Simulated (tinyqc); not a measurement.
Zener tunnelling in a reverse-biased junction, two-band WKB: effect of temperature.

Abrupt p-n junction, depletion approximation. Energies E are counted from the conduction-band edge of the neutral n side; its Fermi level lies at dn, that of the p side at dn - V, and the valence-band edge of the neutral p side at Em = dn + dp - V. Tunnelling needs 0 < E < Em. Two-band dispersion with equal masses m: inside the gap kappa = sqrt(m u (1 - u/Eg)/C), u the distance from a band edge, C = hbar^2/(2 m0).

Nc and Nv are given at 300 K and scale as (T/300 K)^1.5; Eg, m and eps_r are held. Nd = Nc F12(dn/Vt), Na = Nv F12(dp/Vt), F12(x) = (2/sqrt(pi)) int_0^infinity sqrt(u)/(1 + exp(u - x)) du; dn = EF - Ec on the n side, dp = Ev - EF on the p side (negative outside the bands); Vbi = Eg + dn + dp. W = sqrt(2 eps0 eps_r (Vbi - V)(1/Na + 1/Nd)/q), mean field F = (Vbi - V)/W, peak field 2 F. In a uniform field F the exponent is S = pi sqrt(m/C) Eg^1.5/(4 F). Transverse energy Et = C kt^2/m raises it to S (1 + 4 Et/Eg), so T = exp(-S) exp(-Et/Eb) with Eb = Eg/(4 S). KJ = (2 q^2/h) m/(4 pi C) (times 1e14 for A/cm^2 per eV^2). J = KJ exp(-S) Eb times the integral from 0 to Em of [f(E - dn) - f(E - dn + V)] [1 - exp(-min(E, Em - E)/Eb)] dE, f(x) = 1/(1 + exp(x/Vt)), with S and Eb from the mean field; J > 0 flows from p to n.

Values chosen for this exercise; band and dielectric values close to those of gallium arsenide: band gap Eg = 1.44 eV; relative permittivity eps_r = 13; conduction-band density of states at 300 K Nc = 4.33e17 cm^-3; valence-band density of states at 300 K Nv = 8.91e18 cm^-3; band-edge mass of the two-band model m = 0.081 m0; acceptor density Na = 9e18 cm^-3; donor density Nd = 5.3e18 cm^-3; bias of the p side V = -1.4 V.

Constants: q = 1.602176634e-19 C, kB = 1.380649e-23 J/K, hbar = 1.054571817e-34 J s, h = 6.62607015e-34 J s, m0 = 9.1093837015e-31 kg, Vt = kB T/q, eps0 = 8.8541878128e-14 F/cm where lengths are in cm, hbar^2/(2 m0) = 0.0380998212 eV nm^2. Results are converted to the units shown.

Effect of temperature:
```
T (K),Vbi (V),mean field (MV/cm),S,J (A/cm^2)
50,1.637,0.8397,23.57,-0.001628
100,1.635,0.8394,23.58,-0.001613
150,1.631,0.8389,23.59,-0.001587
200,1.626,0.8382,23.61,-0.001550
300,1.612,0.8362,23.67,-0.001450
400,1.593,0.8336,23.74,-0.001326
```

What does the comparison show?

Vbi falls from 1.64 to 1.59 V, S rises from 23.6 to 23.7, and |J| falls from 0.00163 to 0.00133 A/cm^2, a spread of a factor 1.23. That is small against a thermally activated current. The shrinking of the gap with temperature, left out here, would raise J.

Range of the model: Parabolic densities of states, no band tails and no gap narrowing, all of which matter at such doping.

tinyqc, about 0.03 s, one thread, Intel Xeon 2.30GHz (shared host): `OMP_NUM_THREADS=1 python tinyqc.py 2620171 2620172 out.jsonl`
